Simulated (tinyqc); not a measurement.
Metal-interlayer-semiconductor contact, depinning against tunnelling resistance: two steps of the calculation.

Zero bias, n-type semiconductor. Gap states at the semiconductor surface thin out as exp(-be ti), which unpins the barrier; electrons must then cross the interlayer (a rectangular barrier, no voltage drop across it) and the parabolic depleted layer, both by WKB. Energies E are counted from the Fermi level; no image force, parabolic bands.

Parameters, values chosen for the exercise; semiconductor values close to those of germanium; interlayer mass of the order of that in titanium dioxide, offset chosen freely:
- T = 250 K (temperature)
- Eg = 0.672 eV (band gap)
- eps_r = 15.6 (relative permittivity)
- chi = 3.85 eV (electron affinity)
- Nc = 7.91e18 cm^-3 (conduction-band density of states at T)
- mt = 0.124 m0 (tunnelling mass in the semiconductor)
- mA = 1.13 m0 (Richardson mass)
- Nd = 1.2e19 cm^-3 (donor density)
- E0 = 0.09 eV (charge-neutrality level above the valence band)
- S0 = 0.049 (pinning factor without interlayer)
- phiM = 4.43 eV (metal work function)
- ti = 0.6 nm (interlayer thickness)
- dE = 0.11 eV (conduction-band offset of the interlayer above the semiconductor)
- mi = 0.3 m0 (tunnelling mass in the interlayer)
- be = 2.4 1/nm (decay constant of gap states through the interlayer)

Constants: q = 1.602176634e-19 C, kB = 1.380649e-23 J/K, eps0 = 8.8541878128e-12 F/m, hbar = 1.054571817e-34 J s, h = 6.62607015e-34 J s, m0 = 9.1093837015e-31 kg, Vt = kB T/q, hbar^2/(2 m0) = 0.0380998212 eV nm^2. Results are converted to the units shown.

Problem 1. Pinning, barrier and scales. S = 1/(1 + (1/S0 - 1) exp(-be ti)); phiB = S (phiM - chi) + (1 - S)(Eg - E0); xi = Ec - EF deep inside, from Nd = Nc F(-xi/Vt), F(x) = (2/sqrt(pi)) int_0^infinity sqrt(u) du/(1 + exp(u - x)); band bending U = phiB - xi; E00 = (hbar/2) sqrt(Nd/(eps0 eps_r mt m0)) in volts; A = 4 pi q mA m0 kB^2/h^3.

Wanted: S; phiB; xi; U; E00; A.

Solution 1.

S = 0.17862
phiB = 0.58164 eV
xi = -0.020299 eV
U = 0.60194 eV
E00 = 0.046243 eV
A = 135.80 A/(cm^2 K^2)

Problem 2. Exponents and integrand on an energy grid. With U = phiB - xi: for xi < E < phiB, y = (E - xi)/U and G1 = (U/E00) [sqrt(1 - y) - y ln((1 + sqrt(1 - y))/sqrt(y))], G1 = 0 above phiB; G2 = 2 ti sqrt(mi max(phiB + dE - E, 0)/C), C = hbar^2/(2 m0); f = 1/(1 + exp(E/Vt)); integrand exp(-G1 - G2) f.

| point | E (eV) |
|---|---|
| 0 | -0.02 |
| 1 | 0.01143 |
| 2 | 0.04286 |
| 3 | 0.07429 |
| 4 | 0.10571 |
| 5 | 0.13714 |
| 6 | 0.16857 |
| 7 | 0.2 |
| 8 | 0.23143 |
| 9 | 0.26286 |
| 10 | 0.29429 |
| 11 | 0.32571 |
| 12 | 0.35714 |
| 13 | 0.38857 |
| 14 | 0.42 |

phiB = 0.58164275 eV
xi = -0.020299118 eV
E00 = 0.046242870 eV

Find: G1; G2; f; integrand.

Solution 2.

| point | G1 | G2 | f | integrand (1e-7) |
|---|---|---|---|---|
| 0 | 12.985 | 2.8406 | 0.71674 | 0.9606 |
| 1 | 11.193 | 2.7772 | 0.37039 | 3.1723 |
| 2 | 9.866 | 2.7123 | 0.12031 | 4.1456 |
| 3 | 8.726 | 2.6457 | 0.030817 | 3.5505 |
| 4 | 7.710 | 2.5775 | 0.0073414 | 2.4989 |
| 5 | 6.791 | 2.5074 | 0.0017165 | 1.5713 |
| 6 | 5.951 | 2.4354 | 3.9958e-4 | 0.9104 |
| 7 | 5.180 | 2.3611 | 9.2926e-5 | 0.4932 |
| 8 | 4.470 | 2.2843 | 2.1606e-5 | 0.2519 |
| 9 | 3.816 | 2.2050 | 5.0231e-6 | 0.1220 |
| 10 | 3.213 | 2.1226 | 1.1678e-6 | 0.0562 |
| 11 | 2.660 | 2.0370 | 2.7163e-7 | 0.0248 |
| 12 | 2.154 | 1.9475 | 6.3150e-8 | 0.0104 |
| 13 | 1.695 | 1.8538 | 1.4682e-8 | 0.0042 |
| 14 | 1.281 | 1.7550 | 3.4133e-9 | 0.0016 |

Program tinyqc, `OMP_NUM_THREADS=1 python tinyqc.py 2270117 2270118 out.jsonl`; Intel Xeon 2.30GHz, shared host, one thread, about 0.04 s.
